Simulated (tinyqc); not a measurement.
Crystal pulling from the melt: segregation, interface stability, heat balance and point-defect regime: one step, computed by the program tinyqc. Command: `OMP_NUM_THREADS=1 python tinyqc.py 3014965 3014966 out.jsonl pull walk`. One thread of a shared host (Intel(R) Xeon(R) Processor @ 2.30GHz), about 0.01 s of CPU time with the checks.

A dilute solute; steady pulling with a flat interface unless it is found unstable.

Question. Heat balance and the ratio V/G. k_S G_S = k_L G_L + L V; the largest rate for this G_S, with G_L = 0, is k_S G_S/L. Voronkov: the crystal grows vacancy-rich if V/G_S > xi_c and interstitial-rich if below; at fixed G_L the neutral rate solves V = xi_c G_S(V).

Inputs (values chosen for the exercise, modelled on antimony in silicon): pull rate V = 0.64 mm/min; gradient in the melt G_L = 17 K/cm; solid conductivity k_S = 19.9 W/(m K); melt conductivity k_L = 57.3 W/(m K); latent heat per volume L = 4210 J/cm^3; critical ratio xi_c = 0.14 mm^2/(min K).

Give: gradient in the solid G_S; largest rate; V/G_S; neutral pull rate.

Answer.

gradient in the solid G_S = 71.52 K/cm

largest rate = 2.028 mm/min

V/G_S = 0.08949 mm^2/(min K)

neutral pull rate = 1.353 mm/min

V/G_S is 0.64 xi_c: interstitials survive and can form dislocation loops. Latent heat makes up 32 % of the flux.
